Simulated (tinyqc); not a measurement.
Yield over energy: physical sputtering: collision-cascade yield, angular dependence, faceting and resputtering in deposition. Computed by tinyqc, a small Python program. Command: `OMP_NUM_THREADS=1 python tinyqc.py 3026483 3026484 out.jsonl sputter walk`. One thread of a shared host (Intel(R) Xeon(R) Processor @ 2.30GHz), about 0.01 s of CPU time with the checks.

Ions start collision cascades; atoms that reach the surface with more than U leave. The target is amorphous or fine-grained.

Inputs (values chosen for the exercise, modelled on krypton ions on silicon):
```
quantity                  value     unit
ion Z1                       36        -
ion mass M1                83.8        u
target Z2                    14        -
target mass M2            28.09        u
surface binding energy U   4.63       eV
target density N           49.9   1/nm^3
fit factor Q               0.71        -
ion energy E              17000       eV
current density J          0.86  mA/cm^2
```

Constants: e = 1.602176634e-19 C.

Method. gamma = 4 M1 M2/(M1 + M2)^2; threshold E_th = 6.7 U/gamma for M1 >= M2, else U (1 + 5.7 M1/M2)/gamma. eps = 0.03255 M2 E/(Z1 Z2 (M1 + M2) z), z = (Z1^(2/3) + Z2^(2/3))^(1/2), E in eV; s_n = 3.441 sqrt(eps) ln(eps + 2.718)/(1 + 6.355 sqrt(eps) + eps (6.882 sqrt(eps) - 1.708)); S_n = 84.78 Z1 Z2 M1 s_n/((M1 + M2) z) in eV angstrom^2; alpha = 0.249 (M2/M1)^0.56 + 0.0035 (M2/M1)^1.5 for M1 <= M2, else 0.0875 (M2/M1)^(-0.15) + 0.165 M2/M1; Y0 = 0.042 Q alpha S_n/U [1 - sqrt(E_th/E)]^2.5 (the electronic-loss factor of the full formula is dropped). Erosion rate = Y0 J/(e N); 1 cm^2 = 1e14 nm^2.

threshold E_th = 41.2461 eV

Normal incidence:
```
E (eV)         eps  S_n (eV angstrom^2)      Y0  Y0 per keV
100     3.9662e-04                476.5  0.0372     0.37216
200     7.9324e-04                644.3  0.1447     0.72351
300     1.1899e-03                763.5  0.2446     0.81532
500     1.9831e-03                937.6  0.4103     0.82057
1000    3.9662e-03               1217.6  0.7042     0.70420
2000    7.9324e-03               1544.9  1.0697     0.53484
5000    1.9831e-02               2031.9  1.6338     0.32676
10000   3.9662e-02               2416.2  2.0880     0.20880
30000   1.1899e-01               2961.8  2.7492     0.09164
100000  3.9662e-01               3189.0  3.0906     0.03091
```

What does the comparison show, and why?

The yield per keV peaks at 500 eV among these rows, 12 times the threshold, the most economical range for removing atoms. Y0 varies as E^1.96 between the first rows and as E^0.10 at the end, where nuclear stopping is flattening. Caution: the electronic-loss factor, dropped here, would lower the yields at the highest energies slightly.

Extremes, crossings and ranges named in words are read from the listed rows.
